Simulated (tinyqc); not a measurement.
Off-state leakage of single and stacked transistors: one step of the calculation.

n-channel devices of unit width. Subthreshold current I(Vg, Vs, Vd) = I0 (T/300 K)^0.5 exp[(Vg - Vs - VT(T) - gb (Vs - Vb) + dd (Vd - Vs))/(nf Vt)] (1 - exp(-(Vd - Vs)/Vt)), VT(T) = VT - cT (T - 300 K). Gate-edge tunnelling Ig (Vd/1 V) exp(ag (Vd - 1 V)), for a gate at 0 V, and band-to-band leakage Ab u exp(-Bb/u), u = Vd - Vb + 1 V, flow at a drain held at V; both are taken as independent of T. In a stack of off transistors (all gates at 0 V) the same subthreshold current passes through each.

Problem. Leakage of one transistor. Vg = Vs = 0, Vd = V; effective threshold VT(T) - gb Vb - dd V.

Inputs (values chosen for the exercise); values of the order met in bulk silicon logic transistors:
```
symbol,value,unit,meaning
T,330,K,temperature
V,0.8,V,supply voltage
VT,0.45,V,"threshold at 300 K, zero drain and body bias"
cT,0.6,mV/K,fall of the threshold with temperature
I0,0.77,uA/um,current at threshold at 300 K
nf,1.27,,slope factor
dd,0.08,,drain-induced lowering per volt
gb,0.18,,rise of the threshold per volt of source-body bias
Ig,1e-5,uA/um,gate-edge tunnelling current at 1 V
ag,3.2,1/V,exponential slope of the gate current
Ab,20,uA/(um V),prefactor of band-to-band leakage at the drain
Bb,24,V,its exponential voltage
Vb,0,V,body voltage
```

Constants: q = 1.602176634e-19 C, kB = 1.380649e-23 J/K, Vt = kB T/q. Results are converted to the units shown.

Wanted: effective threshold; parts; total; shares.

Solution.

effective threshold = 0.36800 V
parts (nA/um): subthreshold 0.030332, gate edge 0.0042183, band-to-band 0.058305
total = 0.092856 nA/um
shares (%): subthreshold 32.666, gate edge 4.5429, band-to-band 62.792

The band-to-band part is the largest.

Computed by the program tinyqc: `OMP_NUM_THREADS=1 python tinyqc.py 2242185 2242186 out.jsonl`, one thread of a shared Intel Xeon 2.30GHz, about 0.03 s for the whole run.
